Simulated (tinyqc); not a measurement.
Inside a calculation. Method: MP2 on RHF in the sto-6g basis, for BeH2, spin multiplicity 1. One step of it, computed by the program tinyqc.

Task: Iteration 1: building the Fock matrix. J_ij = sum D_kl (ij|kl), K_ij = sum D_kl (ik|jl); F = H + J - 0.5 K; E = tr D H + tr D J / 2 - 0.25 tr D K + E_nn.

D at the start:
```
            1Be 1s     1Be 2s   1Be 2px    1Be 2py    1Be 2pz      2H 1s      3H 1s
1Be 1s    2.042470  -0.166795  0.000000   0.000000  -0.015299  -0.196794  -0.196794
1Be 2s   -0.166795   0.785511  0.000000   0.000000   0.043491   0.472136   0.472136
1Be 2px   0.000000   0.000000  0.000000   0.000000   0.000000   0.000000   0.000000
1Be 2py   0.000000   0.000000  0.000000   0.832265   0.000000   0.417937  -0.417937
1Be 2pz  -0.015299   0.043491  0.000000   0.000000   0.002426   0.026432   0.026432
2H 1s    -0.196794   0.472136  0.000000   0.417937   0.026432   0.498298   0.078549
3H 1s    -0.196794   0.472136  0.000000  -0.417937   0.026432   0.078549   0.498298
```

core Hamiltonian H = T + V (hartree):
```
            1Be 1s     1Be 2s    1Be 2px    1Be 2py    1Be 2pz      2H 1s      3H 1s
1Be 1s   -8.618527  -2.029441   0.000000   0.000000  -0.001310  -0.344433  -0.344433
1Be 2s   -2.029441  -2.730031   0.000000   0.000000  -0.011587  -0.964053  -0.964053
1Be 2px   0.000000   0.000000  -2.228365   0.000000   0.000000   0.000000   0.000000
1Be 2py   0.000000   0.000000   0.000000  -2.409246   0.000000  -1.072095   1.072095
1Be 2pz  -0.001310  -0.011587   0.000000   0.000000  -2.228777  -0.052116  -0.052116
2H 1s    -0.344433  -0.964053   0.000000  -1.072095  -0.052116  -1.980381  -0.055564
3H 1s    -0.344433  -0.964053   0.000000   1.072095  -0.052116  -0.055564  -1.980381
```

Two-electron integrals (ij|kl) in chemists' order, unique and non-zero (hartree):
```
(11|11) 2.299996    (21|11) 0.361879    (21|21) 0.071926    (22|11) 0.570332
(22|21) 0.139654    (22|22) 0.417773    (31|31) 0.015252    (32|31) 0.022555
(32|32) 0.092340    (33|11) 0.570332    (33|21) 0.139654    (33|22) 0.417773
(33|33) 0.450117    (41|41) 0.015252    (42|41) 0.022555    (42|42) 0.092340
(43|43) 0.024258    (44|11) 0.570332    (44|21) 0.139654    (44|22) 0.417773
(44|33) 0.401601    (44|44) 0.450117    (51|51) 0.015252    (52|51) 0.022555
(52|52) 0.092340    (53|53) 0.024258    (54|54) 0.024258    (55|11) 0.570332
(55|21) 0.139654    (55|22) 0.417773    (55|33) 0.401601    (55|44) 0.401601
(55|55) 0.450117    (61|11) 0.062185    (61|21) 0.012019    (61|22) 0.023302
(61|33) 0.023110    (61|41) 0.001191    (61|42) 0.002332    (61|44) 0.023687
(61|51) 0.000057    (61|52) 0.000111    (61|54) 0.000028    (61|55) 0.023111
(61|61) 0.002125    (62|11) 0.165668    (62|21) 0.041307    (62|22) 0.136505
(62|33) 0.131176    (62|41) 0.005718    (62|42) 0.035017    (62|44) 0.147127
(62|51) 0.000273    (62|52) 0.001671    (62|54) 0.000761    (62|55) 0.131213
(62|61) 0.007668    (62|62) 0.069281    (63|31) 0.003762    (63|32) 0.017645
(63|43) 0.005896    (63|53) 0.000281    (63|63) 0.005935    (64|11) 0.183661
(64|21) 0.046329    (64|22) 0.159745    (64|33) 0.150385    (64|41) 0.009181
(64|42) 0.054390    (64|44) 0.178428    (64|51) 0.000259    (64|52) 0.001753
(64|54) 0.001057    (64|55) 0.150422    (64|61) 0.008985    (64|62) 0.091877
(64|64) 0.125166    (65|11) 0.008762    (65|21) 0.002210    (65|22) 0.007621
(65|33) 0.007175    (65|41) 0.000259    (65|42) 0.001753    (65|44) 0.007950
(65|51) 0.003774    (65|52) 0.017728    (65|54) 0.005933    (65|55) 0.007739
(65|61) 0.000429    (65|62) 0.004383    (65|64) 0.005688    (65|65) 0.006206
(66|11) 0.335057    (66|21) 0.085152    (66|22) 0.315122    (66|33) 0.292786
(66|41) 0.013164    (66|42) 0.105701    (66|44) 0.359643    (66|51) 0.000628
(66|52) 0.005043    (66|54) 0.003190    (66|55) 0.292938    (66|61) 0.016261
(66|62) 0.207738    (66|64) 0.291353    (66|65) 0.013900    (66|66) 0.774999
(71|11) 0.062185    (71|21) 0.012019    (71|22) 0.023302    (71|33) 0.023110
(71|41) -0.001191   (71|42) -0.002332   (71|44) 0.023687    (71|51) 0.000057
(71|52) 0.000111    (71|54) -0.000028   (71|55) 0.023111    (71|61) 0.001922
(71|62) 0.006335    (71|64) 0.006861    (71|65) 0.000357    (71|66) 0.012944
(71|71) 0.002125    (72|11) 0.165668    (72|21) 0.041307    (72|22) 0.136505
(72|33) 0.131176    (72|41) -0.005718   (72|42) -0.035017   (72|44) 0.147127
(72|51) 0.000273    (72|52) 0.001671    (72|54) -0.000761   (72|55) 0.131213
(72|61) 0.006335    (72|62) 0.034384    (72|64) 0.037065    (72|65) 0.002144
(72|66) 0.075432    (72|71) 0.007668    (72|72) 0.069281    (73|31) 0.003762
(73|32) 0.017645    (73|43) -0.005896   (73|53) 0.000281    (73|63) 0.002251
(73|73) 0.005935    (74|11) -0.183661   (74|21) -0.046329   (74|22) -0.159745
(74|33) -0.150385   (74|41) 0.009181    (74|42) 0.054390    (74|44) -0.178428
(74|51) -0.000259   (74|52) -0.001753   (74|54) 0.001057    (74|55) -0.150422
(74|61) -0.006861   (74|62) -0.037065   (74|64) -0.038815   (74|65) -0.002281
(74|66) -0.080768   (74|71) -0.008985   (74|72) -0.091877   (74|74) 0.125166
(75|11) 0.008762    (75|21) 0.002210    (75|22) 0.007621    (75|33) 0.007175
(75|41) -0.000259   (75|42) -0.001753   (75|44) 0.007950    (75|51) 0.003774
(75|52) 0.017728    (75|54) -0.005933   (75|55) 0.007739    (75|61) 0.000357
(75|62) 0.002144    (75|64) 0.002281    (75|65) 0.002382    (75|66) 0.004790
(75|71) 0.000429    (75|72) 0.004383    (75|74) -0.005688   (75|75) 0.006206
(76|11) 0.009268    (76|21) 0.002252    (76|22) 0.006825    (76|33) 0.006687
(76|44) 0.007096    (76|51) 0.000029    (76|52) 0.000145    (76|55) 0.006691
(76|61) 0.000379    (76|62) 0.002379    (76|64) 0.002864    (76|65) 0.000163
(76|66) 0.005908    (76|71) 0.000379    (76|72) 0.002379    (76|74) -0.002864
(76|75) 0.000163    (76|76) 0.000115    (77|11) 0.335057    (77|21) 0.085152
(77|22) 0.315122    (77|33) 0.292786    (77|41) -0.013164   (77|42) -0.105701
(77|44) 0.359643    (77|51) 0.000628    (77|52) 0.005043    (77|54) -0.003190
(77|55) 0.292938    (77|61) 0.012944    (77|62) 0.075432    (77|64) 0.080768
(77|65) 0.004790    (77|66) 0.168305    (77|71) 0.016261    (77|72) 0.207738
(77|74) -0.291353   (77|75) 0.013900    (77|76) 0.005908    (77|77) 0.774999
```

nuclear repulsion = 2.85826741 hartree

Give: Coulomb J; exchange K; Fock matrix F; total energy of this density.

Result:

Coulomb J (hartree):
```
         1Be 1s  1Be 2s  1Be 2px  1Be 2py  1Be 2pz  2H 1s   3H 1s
1Be 1s    6.408   1.173    0.000    0.000    0.003  0.201   0.201
1Be 2s    1.173   2.618    0.000    0.000    0.020  0.897   0.897
1Be 2px   0.000   0.000    2.556    0.000    0.000  0.000   0.000
1Be 2py   0.000   0.000    0.000    2.740    0.000  1.073  -1.073
1Be 2pz   0.003   0.020    0.000    0.000    2.557  0.054   0.054
2H 1s     0.201   0.897    0.000    1.073    0.054  2.243   0.044
3H 1s     0.201   0.897    0.000   -1.073    0.054  0.044   2.243
```

exchange K (hartree):
```
         1Be 1s  1Be 2s  1Be 2px  1Be 2py  1Be 2pz  2H 1s   3H 1s
1Be 1s    4.624   0.767    0.000    0.000   -0.001  0.133   0.133
1Be 2s    0.767   0.864    0.000    0.000    0.042  0.526   0.526
1Be 2px   0.000   0.000    0.163    0.000    0.000  0.000   0.000
1Be 2py   0.000   0.000    0.000    0.983    0.000  0.604  -0.604
1Be 2pz  -0.001   0.042    0.000    0.000    0.165  0.032   0.032
2H 1s     0.133   0.526    0.000    0.604    0.032  0.982   0.019
3H 1s     0.133   0.526    0.000   -0.604    0.032  0.019   0.982
```

Fock matrix F (hartree):
```
         1Be 1s  1Be 2s  1Be 2px  1Be 2py  1Be 2pz   2H 1s   3H 1s
1Be 1s   -4.522  -1.240    0.000    0.000    0.003  -0.210  -0.210
1Be 2s   -1.240  -0.544    0.000    0.000   -0.012  -0.330  -0.330
1Be 2px   0.000   0.000    0.246    0.000    0.000   0.000   0.000
1Be 2py   0.000   0.000    0.000   -0.161    0.000  -0.301   0.301
1Be 2pz   0.003  -0.012    0.000    0.000    0.245  -0.015  -0.015
2H 1s    -0.210  -0.330    0.000   -0.301   -0.015  -0.228  -0.021
3H 1s    -0.210  -0.330    0.000    0.301   -0.015  -0.021  -0.228
```

total energy of this density = -15.63725 hartree
